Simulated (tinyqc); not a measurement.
Delay unit and parasitic delay from two ring oscillators.

Problem. A ring of 11 inverters oscillates at 1/(2 x 11 d), with stage delay d = tau (h + p) for fan-out h. Find tau, p and the delay at fan-out 4.

frequencies of 11-stage ring oscillators with fan-out 2 and 5 (GHz): [12.157197, 6.6562031]

Answer. d is a straight line in h with slope tau and intercept tau p.

tau = 1.03 ps
p = 1.63
delay at fan-out 4 = 5.80 ps

Program tinyqc, `OMP_NUM_THREADS=1 python tinyqc.py 2082052 2082053 out.jsonl`; Intel Xeon 2.30GHz, shared host, one thread, about 0.01 s.
